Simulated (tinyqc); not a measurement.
Inside a calculation: Franz-Keldysh effect at a direct gap. Values are carried at full precision from step to step, so a last printed digit may differ when a step is redone from the rounded ones.

Parabolic bands, vertical transitions, no excitons. For each hole band j: mr = me mj/(me + mj); joint density of states J_j(E) = (mr/c)^(3/2) sqrt(E - Eg)/(2 pi^2), both spins, c = hbar^2/2m0; averaged matrix element |e.p|^2 = m0 Ep/6; alpha_j(E) = 4 pi^2 alpha_f c Ep J_j/(3 nr E) in 1/angstrom (alpha_f the fine-structure constant, listed as alpha among the constants), times 1e8 for 1/cm.

In a field Fd (1 kV/cm = 1e-5 V/angstrom) the electro-optic energy of band j is th = (c (e Fd)^2/mr)^(1/3), and sqrt(E - Eg) in J_j is replaced by pi sqrt(th) [Ai'(b)^2 - b Ai(b)^2] with b = (Eg - E)/th; Ai is the Airy function.

Constants: hbar^2/2m0 = 3.80998211 eV angstrom^2; fine-structure constant alpha = 0.007297352564.

Inputs chosen for the exercise (near those of InP; not measured data): Eg = 1.366 eV (direct gap); me = 0.0777 m0 (electron mass); mhh = 0.618 m0 (heavy-hole mass); mlh = 0.0903 m0 (light-hole mass); Ep = 19.9 eV (Kane energy); nr = 3.35 (refractive index); Fd = 230 kV/cm (uniform field); E = 1.471 eV (photon energy); L = 87 micrometre (length of a waveguide).

## Electro-optic energy and length

For each hole band give mr, th and the length th/(e Fd).

Scales:
```
hole   mr (m0)  th (meV)  length (angstrom)
heavy  0.06902    66.343               28.8
light  0.04176    78.438               34.1
```

The light-hole pair has th larger by a factor 1.182, the cube root of the ratio of reduced masses.

## Airy factors at E

Ai is the Airy function, th the electro-optic energy of each hole band from the table (its other columns are not needed here), b = (Eg - E)/th with th in eV; the factor takes the place of sqrt(E - Eg) in the joint density of states.

Form b, Ai(b), Ai'(b) and the factor pi sqrt(th) [Ai'^2 - b Ai^2] for each band, beside sqrt(E - Eg) (zero below the gap).

Factors:
```
hole         b   Ai(b)  Ai'(b)  factor (eV^(1/2))  without field
heavy  -1.5827  0.4363  0.3666             0.3526         0.3240
light  -1.3386  0.5051  0.1979             0.3350         0.3240
```

## Absorption with and without the field

Put the factors in place of sqrt(E - Eg) in alpha_j and add the bands; a waveguide of length L changes its transmission by 4.343 (alpha(F) - alpha(0)) L dB.

alpha_j in the field (1/cm): heavy 6.43e+03, light 2.88e+03

alpha(F) = 9.31e+03 1/cm
alpha(0) = 8698 1/cm
change of loss = 23.2 dB

Without the field the loss over L is 329 dB, so this energy is of no use for a modulator. Above the gap the field raises the absorption at this energy; the sign alternates with energy (Franz-Keldysh oscillations). Excitons, which add a sharp peak at low field, are left out.

## Checks

- Airy factor at b = -40 against the zero-field limit sqrt(-b): 6.33 against 6.32.

tinyqc: `OMP_NUM_THREADS=1 python tinyqc.py 1651381 1651382 out.jsonl`; about 0.01 s, one thread, shared Intel(R) Xeon(R) Processor @ 2.30GHz.
